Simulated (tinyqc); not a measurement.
Inside a calculation. Method: UHF in the sto-3g basis, for BeH2, spin multiplicity 1. One step of it, computed by the program tinyqc.

Task: Orthogonalisation. S = U s U^T; canonical form X = U s^(-1/2), so that X^T S X = 1. Each column of U has its largest component positive (the first on a tie).

overlap S:
```
           1Be 1s    1Be 2s   1Be 2px    1Be 2py   1Be 2pz     2H 1s      3H 1s
1Be 1s   1.000000  0.259517  0.000000   0.000000  0.000000  0.064275   0.064275
1Be 2s   0.259517  1.000000  0.000000   0.000000  0.000000  0.445737   0.445737
1Be 2px  0.000000  0.000000  1.000000   0.000000  0.000000  0.000000   0.000000
1Be 2py  0.000000  0.000000  0.000000   1.000000  0.000000  0.513355  -0.513355
1Be 2pz  0.000000  0.000000  0.000000   0.000000  1.000000  0.049498   0.049498
2H 1s    0.064275  0.445737  0.000000   0.513355  0.049498  1.000000   0.031258
3H 1s    0.064275  0.445737  0.000000  -0.513355  0.049498  0.031258   1.000000
```

Give: eigenvalues of S; X.

Result:

eigenvalues of S: 0.2582  0.3566  0.9311  1.0000  1.0102  1.7105  1.7334

X:
```
               1        2        3       4        5        6       7
1Be 1s    0.0000  -0.3335   0.8959  0.0000  -0.3292   0.0000  0.2443
1Be 2s    0.0000   1.2121  -0.1128  0.0000  -0.0600   0.0000  0.5155
1Be 2px   0.0000   0.0000   0.0000  1.0000   0.0000   0.0000  0.0000
1Be 2py   1.3765   0.0000   0.0000  0.0000   0.0000   0.5464  0.0000
1Be 2pz   0.0000   0.1197   0.3625  0.0000   0.9273   0.0000  0.0476
2H 1s    -0.9945  -0.7778  -0.2521  0.0000   0.0951   0.3782  0.3530
3H 1s     0.9945  -0.7778  -0.2521  0.0000   0.0951  -0.3782  0.3530
```
